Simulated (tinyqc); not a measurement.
# Changing the planarisation length

Model: chemical-mechanical planarisation: Preston law, pattern density and step-height reduction. Computed by tinyqc, a small Python program. Command: `OMP_NUM_THREADS=1 python tinyqc.py 3012288 3012289 out.jsonl cmp sweep`. One thread of a shared host (Intel(R) Xeon(R) Processor @ 2.30GHz), about 0.02 s of CPU time with the checks.

A row of 12 cells, repeated periodically, holds raised features that cover a share rho of each cell.

Inputs (values chosen for the exercise, close to those used for copper polishing):
```
quantity                          value  unit
Preston coefficient K           5.5e-14  1/Pa
pressure P                           12   kPa
platen and carrier speed            110   rpm
distance between the centres         16    cm
initial step height h0              420    nm
contact height h_c                   76    nm
film above the raised areas z0      770    nm
cell size                           1.1    mm
polish time t                       220     s
```

local pattern densities, cell by cell: 0.8  0.25  0.9  0.4  0.5  0.9  0.5  0.9  0.3  0.1  0.6  0.3

Method:
- With equal rotation speeds the relative speed is uniform, v = omega r_c; Preston rate R0 = K P v.
- The stiff pad averages the density: rho_eff(i) = sum_j w_ij rho_j / sum_j w_ij, w = exp(-2 d^2/L^2), L the planarisation length and d the distance between cell centres, summed over all periodic images of cell j.
- While h > h_c only raised areas polish, at R0/rho_eff, until t_c = rho_eff (h0 - h_c)/R0. After that h = h_c exp(-(t - t_c)/tau), tau = rho_eff h_c/R0; low areas polish at R0 (1 - h/h_c) and raised areas at R0 [1 + (1 - rho_eff) h/(rho_eff h_c)]. Removed from raised areas after t_c: h0 - h_c + R0 (t - t_c) + (1 - rho_eff)(h_c - h); from low areas: R0 (t - t_c) - rho_eff (h_c - h). Film left = z0 less the removal from raised areas.

One run for each value; columns: (1) planarisation length (mm); (2) range of film left across the row (nm); (3) largest remaining step (nm); (4) thinnest film left (nm):
```
(1)      (2)     (3)     (4)
0.33  348.27  122.65  124.39
0.48  348.25  122.64  124.39
0.70  344.31  120.77  126.46
1.00  304.65  101.25  146.60
1.50  220.78   58.86  186.40
2.10  165.39   40.32  216.40
3.10  115.95   30.42  248.94
4.50   74.02   22.25  274.01
6.60   37.52   15.75  293.95
```

What does the table show, and why?

Over the rows, range of film left across the row (nm) falls from 348 to 37.5; largest remaining step (nm) falls from 123 to 15.7; thinnest film left (nm) rises from 124 to 294. A long planarisation length makes every cell see the mean density.

Extremes, crossings and ranges named in words are read from the listed rows.
